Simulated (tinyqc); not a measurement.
All approximations against the coupling: Froehlich polaron in a polar crystal. Computed by tinyqc, a small Python program. Command: `OMP_NUM_THREADS=1 python tinyqc.py 3027572 3027573 out.jsonl frohlich walk`. One thread of a shared host (Intel(R) Xeon(R) Processor @ 2.30GHz), about 0.06 s of CPU time with the checks.

One electron in a parabolic band of mass m*, coupled to dispersionless LO phonons in the continuum model. Energies are in units of hbar omega unless marked, wave numbers in k_0 = sqrt(2 m* omega/hbar).

Inputs (values chosen for the exercise, modelled on strontium titanate):

| quantity | value | unit |
|---|---|---|
| band mass m* | 0.842 | m_0 |
| LO phonon energy hbar omega | 78.7 | meV |
| eps_inf | 5.28 | - |
| static dielectric constant eps_s | 297 | - |
| electron wave number k/k_0 | 0.7 | - |

Constants: hbar^2/(2 m_0) = 3.80998212 eV angstrom^2; e^2/(4 pi eps_0) = 14.39964548 eV angstrom.

Method:
- 1/eps* = 1/eps_inf - 1/eps_s; k_0 = sqrt(2 m* omega/hbar) = sqrt(m* hbar omega / (hbar^2/(2 m_0))) with m* in m_0; alpha = (e^2/(4 pi eps_0)) k_0/(2 eps* hbar omega); polaron length 1/k_0.
- Feynman's bound: E(v, w) = 3 (v - w)^2/(4 v) - (alpha v/sqrt(pi)) int_0^infinity e^-u D(u)^(-1/2) du, D = w^2 u + ((v^2 - w^2)/v)(1 - e^(-v u)); integrals by 80 Gauss-Legendre points in s from 0 to 1 with u = 40 s^2.
- Minimise over v > w > 0 (simplex search); mass m_p/m* = 1 + (alpha v^3/(3 sqrt(pi))) int u^2 e^-u D^(-3/2) du.
- Other columns: second order -alpha; Landau-Pekar Gaussian -alpha^2/(3 pi); Lee-Low-Pines mass 1 + alpha/6. The polaron energy in meV uses the given hbar omega.

coupling constant alpha = 2.24442

Energies (hbar omega) and masses (m*):

| alpha | second order | Gaussian | Feynman | Feynman (meV) | mass, LLP | mass, Feynman | v | w |
|---|---|---|---|---|---|---|---|---|
| 0.56 | -0.56 | -0.033274 | -0.56399 | -44.386 | 1.0933 | 1.102 | 3.06 | 2.93 |
| 1.1 | -1.1 | -0.12838 | -1.1159 | -87.818 | 1.1833 | 1.219 | 3.12 | 2.86 |
| 2.2 | -2.2 | -0.51354 | -2.2679 | -178.48 | 1.3667 | 1.541 | 3.28 | 2.69 |
| 3.6 | -3.6 | -1.3751 | -3.8010 | -299.14 | 1.6 | 2.256 | 3.56 | 2.45 |
| 3.7 | -3.7 | -1.4526 | -3.9140 | -308.03 | 1.6167 | 2.33 | 3.58 | 2.43 |
| 6.7 | -6.7 | -4.7630 | -7.6752 | -604.04 | 2.1167 | 11.36 | 5.4 | 1.68 |
| 9.7 | -9.7 | -9.9833 | -12.866 | -1012.6 | 2.6167 | 94.97 | 11.7 | 1.23 |
| 13 | -13 | -17.931 | -20.791 | -1636.2 | 3.1667 | 412.8 | 22.2 | 1.11 |

What does the comparison show, and why?

All three energies are upper bounds (-alpha through the Lee-Low-Pines state), and the Feynman value is the lowest in every row. It lies within 5 % of -alpha up to alpha = 2.2; at alpha = 13 it is 1.16 times the Gaussian value, whose alpha^2 law it approaches with a constant shift of about -3 ln 2 - 3/4 = -2.83 (here -2.86). The mass stays within 10 % of 1 + alpha/6 up to alpha = 1.1 and reaches 413 m* in the last row; w falls from 2.93 towards 1 while v grows to 22.2.

Extremes, crossings and ranges named in words are read from the listed rows.
